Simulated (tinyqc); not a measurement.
Zener tunnelling in a reverse-biased junction, two-band WKB: two steps of the calculation.

Abrupt p-n junction, depletion approximation. Energies E are counted from the conduction-band edge of the neutral n side; its Fermi level lies at dn, that of the p side at dn - V, and the valence-band edge of the neutral p side at Em = dn + dp - V. Tunnelling needs 0 < E < Em. Two-band dispersion with equal masses m: inside the gap kappa = sqrt(m u (1 - u/Eg)/C), u the distance from a band edge, C = hbar^2/(2 m0).

Inputs (values chosen for the exercise); band and dielectric values close to those of In0.53Ga0.47As: temperature T = 350 K; band gap Eg = 0.728 eV; relative permittivity eps_r = 14.1; conduction-band density of states at 350 K Nc = 2.65e17 cm^-3; valence-band density of states at 350 K Nv = 9.6e18 cm^-3; band-edge mass of the two-band model m = 0.053 m0; acceptor density Na = 1.4e19 cm^-3; donor density Nd = 9.6e18 cm^-3; bias of the p side V = -1.7 V.

Constants: q = 1.602176634e-19 C, kB = 1.380649e-23 J/K, hbar = 1.054571817e-34 J s, m0 = 9.1093837015e-31 kg, Vt = kB T/q, eps0 = 8.8541878128e-14 F/cm where lengths are in cm, hbar^2/(2 m0) = 0.0380998212 eV nm^2. Results are converted to the units shown.

Problem 1. Fermi levels and built-in voltage. Nd = Nc F12(dn/Vt), Na = Nv F12(dp/Vt), F12(x) = (2/sqrt(pi)) int_0^infinity sqrt(u)/(1 + exp(u - x)) du; dn = EF - Ec on the n side, dp = Ev - EF on the p side (negative outside the bands); Vbi = Eg + dn + dp.

Find: dn; dp; Vbi.

Solution 1.

dn = 0.39733 eV
dp = 0.026626 eV
Vbi = 1.1520 V

Boltzmann statistics would give dn = 0.108 eV and dp = 0.0114 eV. At zero bias the bands of the two sides overlap by dn + dp.

Problem 2. Width, field and exponent. W = sqrt(2 eps0 eps_r (Vbi - V)(1/Na + 1/Nd)/q), mean field F = (Vbi - V)/W, peak field 2 F. In a uniform field F the exponent is S = pi sqrt(m/C) Eg^1.5/(4 F). Transverse energy Et = C kt^2/m raises it to S (1 + 4 Et/Eg), so T = exp(-S) exp(-Et/Eb) with Eb = Eg/(4 S). KJ = (2 q^2/h) m/(4 pi C) (times 1e14 for A/cm^2 per eV^2).

Vbi = 1.1519581 V

Give: W; mean field; S; exp(-S); Eb; tunnelling length Eg/F.

Solution 2.

W = 27.94 nm
mean field = 1.021 MV/cm
S = 5.636
exp(-S) = 0.003566
Eb = 32.29 meV
tunnelling length Eg/F = 7.131 nm

Range of the model: Parabolic densities of states, no band tails and no gap narrowing, all of which matter at such doping.

tinyqc, about 0.03 s, one thread, Intel Xeon 2.30GHz (shared host): `OMP_NUM_THREADS=1 python tinyqc.py 2620172 2620173 out.jsonl`
